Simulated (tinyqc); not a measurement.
Inside a calculation. Method: FCI on RHF in the 6-31g basis, for H2, spin multiplicity 1. One step of it, computed by the program tinyqc.

Task: FCI: determinants and Hamiltonian. Slater-Condon rules over spin orbitals, with the nuclear repulsion added and E(HF) subtracted on the diagonal. Only determinants linked to the reference directly or through others are kept (one block of an abelian symmetry group), so some states are absent.

one-electron integrals over orbitals h = C^T H C (hartree):
```
           1          2          3         4
1  -1.221578   0.000000  -0.162446  0.000000
2   0.000000  -0.557454   0.000000  0.206127
3  -0.162446   0.000000  -0.155810  0.000000
4   0.000000   0.206127   0.000000  0.194580
```

Two-electron integrals over orbitals (pq|rs), unique and non-zero (hartree):
```
(11|11) 0.636749    (21|21) 0.084019    (22|11) 0.434991    (22|22) 0.387745
(31|11) 0.162446    (31|22) 0.052659    (31|31) 0.107411    (32|21) -0.016064
(32|32) 0.035145    (33|11) 0.527996    (33|22) 0.383867    (33|31) 0.119955
(33|33) 0.464829    (41|21) -0.080057   (41|32) -0.025768   (41|41) 0.133773
(42|11) -0.143092   (42|22) -0.057198   (42|31) -0.074934   (42|33) -0.101411
(42|42) 0.069979    (43|21) -0.088454   (43|32) -0.006465   (43|41) 0.124210
(43|43) 0.134072    (44|11) 0.648595    (44|22) 0.443701    (44|31) 0.197433
(44|33) 0.549579    (44|42) -0.167896   (44|44) 0.724021
```

nuclear repulsion = 0.68105175 hartree

Hartree-Fock energy = -1.12535526 hartree

Give: determinants; H - E(HF) between determinants.

Result:

Occupation strings over the orbitals (2 doubly, a alpha, b beta, 0 empty; spin orbitals ordered 1a 1b 2a 2b ...): 2000 a0b0 b0a0 0200 0a0b 0020 0b0a 0002

H - E(HF) between determinants (hartree):
```
         2000     a0b0     b0a0     0200     0a0b     0020     0b0a     0002
2000   0.0000   0.0000   0.0000   0.0840  -0.0801   0.1074   0.0801   0.1338
a0b0   0.0000   0.9570  -0.1074  -0.0161  -0.0885  -0.0425   0.0258   0.1242
b0a0   0.0000  -0.1074   0.9570   0.0161   0.0258   0.0425  -0.0885  -0.1242
0200   0.0840  -0.0161   0.0161   1.0792   0.1489   0.0351  -0.1489   0.0700
0a0b  -0.0801  -0.0885   0.0258   0.1489   1.8872  -0.0065  -0.0700   0.0382
0020   0.1074  -0.0425   0.0425   0.0351  -0.0065   1.9596   0.0065   0.1341
0b0a   0.0801   0.0258  -0.0885  -0.1489  -0.0700   0.0065   1.8872  -0.0382
0002   0.1338   0.1242  -0.1242   0.0700   0.0382   0.1341  -0.0382   2.9196
```
